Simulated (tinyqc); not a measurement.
Worked calculation: extended Hueckel theory, for H3+. The parameters take no account of the charge, which enters only through the electron count. Computed by tinyqc, a small Python program that keeps every step (integrals from PySCF). Settings: charge = 1, K = 1.75, weighted = 1, multiplicity = 1. Command: `OMP_NUM_THREADS=1 python tinyqc.py 29579 29580 out.jsonl` (the two numbers bound the seeds that draw the settings). One thread of a shared host (Intel(R) Xeon(R) Processor @ 2.60GHz), about 0.01 s of CPU time with the checks.

## Overlaps

Geometry (angstrom):
```
atom         x         y          z
H     0.000000  0.000000   0.000000
H     0.000000  0.000000   0.902000
H     0.000000  0.343000  -0.846000
```

Parameters chosen for this run:
```
element  shell  Slater exponent   H_ii (eV)
H           1s         1.300000  -13.600000
```

Slater orbitals, each expanded in six Gaussians scaled to its exponent.

overlap S, order 1H 1s, 2H 1s, 3H 1s:
```
[[1.000000, 0.529210, 0.522303],
 [0.529210, 1.000000, 0.147864],
 [0.522303, 0.147864, 1.000000]]
```

## Wolfsberg-Helmholz matrix

diagonal H_ii (eV): [-13.600000, -13.600000, -13.600000]

K = 1.750000

H_ij = K' S_ij (H_ii + H_jj)/2 for i != j (the diagonal keeps H_ii), with K' = K + D^2 + D^4 (1 - K), D = (H_ii - H_jj)/(H_ii + H_jj), K = 1.75.

H (eV), order 1H 1s, 2H 1s, 3H 1s:
```
[[-13.600000, -12.595197, -12.430810],
 [-12.595197, -13.600000, -3.519157],
 [-12.430810, -3.519157, -13.600000]]
```

## Orbitals

valence electrons = 2

Solve H C = S C e through S^(-1/2); fill by pairs from the bottom, a degenerate level sharing its electrons equally; each orbital has its largest coefficient positive (the first on a tie).

orbital energies (eV): [-18.199117, -11.830278, 7.420501]

occupations: [2.000000, 0.000000, 0.000000]

coefficients, order 1H 1s, 2H 1s, 3H 1s:
```
[[0.497382, -0.003073, 1.296846],
 [0.390174, -0.760511, -0.838848],
 [0.386628, 0.771438, -0.821801]]
```

sum of one-electron energies = -36.398234 eV

## Mulliken analysis

P = C n C^T; charge = valence electrons (H 1) minus the sum of (P S)_ii on the atom; overlap population = 2 sum P_ij S_ij between two atoms.

charges: [0.098939, 0.445515, 0.455546]

Overlap populations:
```
pair     value
2-1   0.410806
3-1   0.401760
3-2   0.089222
```
